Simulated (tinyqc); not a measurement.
# Fully depleted semiconductor-on-insulator film with two gates, non-linear Poisson equation by Newton steps: what changes with what

One dimension across the film, front interface at x = 0, back interface at x = ts. psi is counted from the intrinsic level, n = ni exp(psi/Vt) (source grounded), holes neglected, acceptors ionised. Gates act through Cox = eps0 eox/tox and Cbox = 3.9 eps0/tb with potentials G1 = Vg - (phiM - chi - Vt ln(Nc/ni)) and G2 = Vb - (phiB - chi - Vt ln(Nc/ni)). Classical Boltzmann densities, no interface charge, no depletion in the back plane.

Parameters, values chosen for the exercise; band and dielectric values close to those of silicon: temperature T = 300 K; band gap Eg = 1.14 eV; relative permittivity eps_r = 11.7; conduction-band density of states at T Nc = 2.79e19 cm^-3; valence-band density of states at T Nv = 2.64e19 cm^-3; electron affinity chi = 3.97 eV; relative permittivity of the gate insulator (close to zirconium oxide) eox = 24.6; insulator thickness tox = 9.9 nm; film thickness ts = 11 nm; buried-oxide thickness (eps_r 3.9) tb = 75 nm; acceptor density of the film Na = 1.4e17 cm^-3; work function of the front gate phiM = 4.14 eV; work function of the back plane phiB = 5.02 eV; back-gate voltage Vb = 0 V.

Constants: q = 1.602176634e-19 C, kB = 1.380649e-23 J/K, Vt = kB T/q, eps0 = 8.8541878128e-14 F/cm where lengths are in cm. Results are converted to the units shown.

Each table varies one quantity; the others keep the values above.

## Charge against front-gate voltage

ni = sqrt(Nc Nv) exp(-Eg/(2 Vt)), Eg in volts. The Poisson equation eps0 eps_r d2psi/dx2 = q (n + Na), with -eps0 eps_r dpsi/dx = Cox (G1 - psi) at x = 0 and eps0 eps_r dpsi/dx = Cbox (G2 - psi) at x = ts, is solved on 300 equal intervals with half boxes at both ends; N_inv is the trapezoid sum of n. Swing = ln 10/(d ln N_inv/dVg); the last column is (dN_inv/dVb)/(dN_inv/dVg).

Charge against front-gate voltage:

| Vg (V) | psi front (V) | psi back (V) | N_inv (cm^-2) | centroid/ts | swing (mV/decade) | q dN_inv/dVg over Cox | back/front leverage |
|---|---|---|---|---|---|---|---|
| -0.31 | 0.0688 | 0.0308 | 5.49e4 | 0.378 | 61.8 | 1.49e-7 | 0.0382 |
| -0.16 | 0.216 | 0.171 | 1.47e7 | 0.358 | 61.7 | 4.00e-5 | 0.0372 |
| -0.01 | 0.363 | 0.311 | 3.91e9 | 0.338 | 62.6 | 0.0105 | 0.0362 |
| 0.14 | 0.487 | 0.415 | 3.25e11 | 0.281 | 132 | 0.412 | 0.0319 |
| 0.29 | 0.547 | 0.438 | 1.56e12 | 0.193 | 361 | 0.725 | 0.0262 |
| 0.44 | 0.579 | 0.443 | 3.18e12 | 0.143 | 640 | 0.833 | 0.0239 |
| 0.59 | 0.600 | 0.446 | 4.95e12 | 0.114 | 941 | 0.882 | 0.0229 |
| 0.74 | 0.615 | 0.447 | 6.80e12 | 0.0950 | 1.25e3 | 0.910 | 0.0223 |
| 0.89 | 0.627 | 0.447 | 8.69e12 | 0.0820 | 1.57e3 | 0.928 | 0.0219 |

N_inv passes 1e11 cm^-2 at Vg = 0.0866 V. The swing starts at 61.8 mV a decade, against (1 + k) Vt ln 10 = 60.7 for a front channel with k = Cs Cbox/(Cox (Cs + Cbox)) = 0.0200, Cs = eps0 eps_r/ts; above threshold this column is no longer a subthreshold swing. The centroid falls from 0.378 to 0.0820 of ts and the leverage of the back gate falls from 0.0382 to 0.0219. For Vg = 0.29, 0.44, 0.59, 0.74, 0.89 the density at an interface exceeds 0.3 Nc, where Boltzmann statistics fail. For Vg = 0.29, 0.44, 0.59, 0.74, 0.89 the classical centroid lies within 3 nm of an interface, where confinement, left out, would push it away.

## Threshold and coupling against the film thickness

VT is the Vg for N_inv = 1e11 cm^-2; -dVT/dVb from the linearised equation. Limits with Cs = eps0 eps_r/ts: front channel Cs Cbox/(Cox (Cs + Cbox)), back channel Cbox (Cox + Cs)/(Cox Cs). Swing at N_inv = 1e8 cm^-2.

Threshold and coupling against the film thickness:

| ts (nm) | VT (V) | centroid/ts at VT | -dVT/dVb | front-channel limit | back-channel limit | swing (mV/decade) |
|---|---|---|---|---|---|---|
| 4 | 0.0891 | 0.433 | 0.0282 | 0.0206 | 0.0387 | 61.3 |
| 5.6 | 0.0859 | 0.406 | 0.0303 | 0.0204 | 0.0458 | 61.4 |
| 7.7 | 0.0848 | 0.369 | 0.0324 | 0.0202 | 0.0551 | 61.6 |
| 11 | 0.0866 | 0.313 | 0.0344 | 0.0200 | 0.0698 | 61.7 |
| 15 | 0.0912 | 0.249 | 0.0350 | 0.0196 | 0.0876 | 61.8 |
| 21 | 0.0998 | 0.171 | 0.0335 | 0.0191 | 0.114 | 61.8 |
| 29 | 0.111 | 0.104 | 0.0303 | 0.0185 | 0.150 | 61.5 |
| 40 | 0.125 | 0.0598 | 0.0267 | 0.0178 | 0.199 | 61.2 |

What does the table show?

As ts goes from 4 to 40, VT goes from 0.0891 through a minimum of 0.0848 (at ts = 7.7 among the rows listed) to 0.125 V, the centroid falls from 0.433 to 0.0598 of ts and -dVT/dVb goes from 0.0282 through a maximum of 0.0350 (at ts = 15 among the rows listed) to 0.0267. The coupling covers 42.1 % of the way from the front-channel to the back-channel limit in the first row and 4.96 % in the last. For ts = 4, 5.6, 7.7 the film is thin enough for confinement to raise VT, which is left out.

Computed by the program tinyqc: `OMP_NUM_THREADS=1 python tinyqc.py 2190008 2190009 out.jsonl`, one thread of a shared Intel Xeon 2.30GHz, about 0.3 s for the whole run.
